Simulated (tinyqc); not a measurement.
Four-point probe, van der Pauw, Hall and spreading-resistance readings of a semiconductor layer: one step, computed by the program tinyqc.

The layer is uniform and ohmic; contacts are points unless a radius is given.

Task: The two van der Pauw resistances. Thin rectangle with point contacts at the corners; for R_B current and voltage contacts lie along the two sides of length a, for R_A along those of length b: exp(-pi R_A/R_s) = (theta_4/theta_3)^4, exp(-pi R_B/R_s) = (theta_2/theta_3)^4 with q = exp(-pi a/b), theta_2 = 2 sum_(m>=0) q^((m + 1/2)^2), theta_3 = 1 + 2 sum_(m>=1) q^(m^2), theta_4 = 1 + 2 sum_(m>=1) (-1)^m q^(m^2).

Inputs (values chosen for the exercise, modelled on n-type silicon): side ratio a/b of the van der Pauw rectangle = 1.6.

Backing of the layer: insulating.

sheet resistance R_s = 29.62667 ohm/square

Give: R_A; R_B; ratio R_B/R_A.

Result:

R_A = 0.9901 ohm

R_B = 21.75 ohm

ratio R_B/R_A = 21.96
